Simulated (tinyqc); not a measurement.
## Gap and screening length from two transmissions

Inverse problem. At the source junction of a tunnel FET, T(w) = exp(-S), S = 2 pi lam sqrt(m/(C Eg)) [w + Eg/2 - sqrt(w (w + Eg))], C = hbar^2/(2 m0). Find Eg (between 0.1 and 3 eV) and lam.

Inputs (values chosen for the exercise): band-edge mass of the two-band model m = 0.071 m0.

Constants: q = 1.602176634e-19 C, hbar = 1.054571817e-34 J s, m0 = 9.1093837015e-31 kg, hbar^2/(2 m0) = 0.0380998212 eV nm^2. Results are converted to the units shown.

T(w) at w = 0.04 and 0.4 eV: 1.7996523e-5  0.0040593033

Answer. The ratio of the two exponents depends on Eg alone and falls steadily with it, which fixes Eg; either exponent then gives lam.

ratio of the two S = 1.984
Eg = 1.410 eV
lam = 3.000 nm

tinyqc, about 0.01 s, one thread, Intel Xeon 2.30GHz (shared host): `OMP_NUM_THREADS=1 python tinyqc.py 2620137 2620138 out.jsonl`
